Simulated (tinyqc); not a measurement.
# Worked calculation: AlGaN/GaN HEMT with access regions, lumped model

Computed by the program tinyqc: `OMP_NUM_THREADS=1 python tinyqc.py 2570088 2570089 out.jsonl`, one thread of a shared Intel Xeon 2.30GHz, about 0.01 s for the whole run. Printed values are rounded.

A polarisation-induced electron sheet under a Schottky gate, in series with two ungated access regions and contacts. Drift law v = mu E/(1 + mu E/vs) under the gate. Currents in mA/mm, resistances in ohm mm. No self-heating, no channel-length modulation; fits for polarisation, barrier and offset are chosen for the exercise.

Inputs (values chosen for the exercise); values close to those of AlGaN/GaN structures: aluminium share of the barrier x = 0.19; barrier thickness d = 15 nm; relative permittivity of barrier and channel eps_r = 9.5; channel mobility mu = 1600 cm^2/(V s); saturation velocity vs = 1.1e7 cm/s; gate length Lg = 1.5 um; source access length Ls = 1.5 um; drain access length Ld = 16 um; resistance of each contact Rc = 0.25 ohm mm; share of the drain-access electrons removed by traps ft = 0; gate voltage Vg = 1 V; drain voltage Vd = 1 V; critical field Ec = 2.5 MV/cm; depth over which the depleted charge spreads te = 0.23 um; insulator under the field plate tf = 200 nm; relative permittivity of that insulator ei = 3.9.

Constants: q = 1.602176634e-19 C, eps0 = 8.8541878128e-14 F/cm where lengths are in cm. Results are converted to the units shown.

## Polarisation charge, threshold and sheet resistance

sigma = (5e13 x + 1.6e13 x^2) cm^-2, phiB = 0.84 + 1.3 x, dEc = 0.7 (1.71 x + x^2) in volts, Cb = eps0 eps_r/d, VT = phiB - dEc - q sigma/Cb, access density n0 = -Cb VT/q. Rsh = 1/(q mu n0); largest access current q n0 vs.

sigma = 1.00776e13 cm^-2
Cb = 0.560765 uF/cm^2
VT = -2.04500 V
n0 = 7.15753e12 cm^-2
Rsh = 545.012 ohm
q n0 vs = 1261.44 mA/mm

## Iteration 1: drain current

I at the start = 75 mA/mm

Access resistance R(L, n) = L/(q mu n sqrt(1 - (I/(q n vs))^2)); Rs = Rc + R(Ls, n0), Rd = Rc + R(Ld, (1 - ft) n0). Vg' = Vg - I Rs, Vd' = Vd - I (Rs + Rd); with u = Vg' - VT, Vc = vs Lg/mu and w the smaller of Vd' and Vc [sqrt(1 + 2 u/Vc) - 1] (0 if negative), the channel gives (mu Cb/Lg)(u w - w^2/2)/(1 + w/Vc). I(new) = I + 0.1 (channel current - I).

Rs = 1.06897 ohm mm
Rd = 8.98565 ohm mm
Vg' = 0.919827 V
Vd' = 0.245904 V
channel current = 337.520 mA/mm
I after iteration 1 = 101.252 mA/mm

## Iteration 2: drain current

As before.

Rs = 1.07016 ohm mm
Rd = 8.99842 ohm mm
Vg' = 0.891644 V
Vd' = -0.0194653 V
channel current = 0 mA/mm
I after iteration 2 = 91.1268 mA/mm

## Course of the iteration: drain current

Stop when I changes by less than 1e-6 mA/mm, or after 60 iterations. I must stay below q (1 - ft) n0 vs.

Course of the iteration:
```
iteration  I (mA/mm)  |change| (mA/mm)
1            101.252              26.3
2            91.1268              10.1
3            95.3695              4.24
4            92.5806              2.79
5            94.4816              1.90
6            93.2149              1.27
7            94.0725             0.858
8            93.4979             0.575
9            93.8857             0.388
...              ...               ...
34           93.7302           1.94e-5
35           93.7302           1.31e-5
36           93.7302           8.79e-6
37           93.7302           5.91e-6
38           93.7302           3.98e-6
39           93.7302           2.68e-6
40           93.7302           1.80e-6
41           93.7302           1.21e-6
42           93.7302           8.16e-7
```

Converged in 42 iterations. At the end each change is about 0.67 times the one before, with alternating sign: linear convergence. Of Vd, 5.67 % reaches the channel; the access current is 7.4 % of its limit.

## On-resistance and breakdown

sigma = (5e13 x + 1.6e13 x^2) cm^-2, phiB = 0.84 + 1.3 x, dEc = 0.7 (1.71 x + x^2) in volts, Cb = eps0 eps_r/d, VT = phiB - dEc - q sigma/Cb, access density n0 = -Cb VT/q. Ron = 2 Rc + Ls/(q mu n0) + Ld/(q mu (1 - ft) n0) + Lg/(mu Cb (Vg - VT)). Off state: a depleted stretch that holds the voltage V has the peak field sqrt(k V), k = 2 q n0/(eps0 eps_r te), so one edge holds V1 = Ec^2/k. The sheet under the plate pinches off at Vf = q n0 (1/Cb + tf/(eps0 ei)); beyond it the gate edge is screened. BV = V1 if Vf >= V1, else Vf + V1, and at most Ec Ld. Specific resistance Ron (Ls + Lg + Ld); figure of merit BV^2 over it.

Ron = 10.5868 ohm mm
Vf = 68.4637 V
V1 = 52.7201 V
BV = 52.7201 V
specific resistance = 2.01148 mohm cm^2
figure of merit = 1.38177 MW/cm^2

The plate pinches off too late to screen the gate edge, so it adds nothing.
